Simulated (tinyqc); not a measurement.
From results back to parameters: averaged masses of warped heavy- and light-hole bands. Five cases, with inputs chosen for the exercise.

Problem. For B along [111] the central orbits have s = 1/4 all round, so the cyclotron masses are 1/(g1 -/+ sqrt(g2^2 + 3 g3^2)). They are given with the heavy-hole mass along [100], 1/(g1 - 2 g2); g2 and g3 are positive.

Find: g1; sqrt(g2^2 + 3 g3^2); g2; g3.

Method. The mean of the two inverse cyclotron masses is g1 and half their difference is the root; g2 = (g1 - 1/m[100])/2, and g3 follows.

Case 1.

heavy and light cyclotron mass for B along [111]; heavy mass along [100] (m0): 0.8666858  0.1585746  0.4784689

Solution.

g1 = 3.73
sqrt(g2^2 + 3 g3^2) = 2.576
g2 = 0.82
g3 = 1.41

Case 2.

heavy and light cyclotron mass for B along [111]; heavy mass along [100] (m0): 0.3753094  0.0418839  0.2061856

Solution.

g1 = 13.27
sqrt(g2^2 + 3 g3^2) = 10.606
g2 = 4.21
g3 = 5.62

Case 3.

heavy and light cyclotron mass for B along [111]; heavy mass along [100] (m0): 0.4333667  0.0148605  0.2577320

Solution.

g1 = 34.80
sqrt(g2^2 + 3 g3^2) = 32.492
g2 = 15.46
g3 = 16.50

Case 4.

heavy and light cyclotron mass for B along [111]; heavy mass along [100] (m0): 0.4418492  0.0148817  0.2638522

Solution.

g1 = 34.73
sqrt(g2^2 + 3 g3^2) = 32.467
g2 = 15.47
g3 = 16.48

Case 5.

heavy and light cyclotron mass for B along [111]; heavy mass along [100] (m0): 0.6398835  0.0263316  0.3663004

Solution.

g1 = 19.77
sqrt(g2^2 + 3 g3^2) = 18.207
g2 = 8.52
g3 = 9.29

Computed by tinyqc, one run a case: `OMP_NUM_THREADS=1 python tinyqc.py N N+1 out.jsonl` with N = 1081379, 1081383, 1081421, 1081425, 1081437; one thread of a shared Intel(R) Xeon(R) Processor @ 2.30GHz, about 0.03 s a run at most.
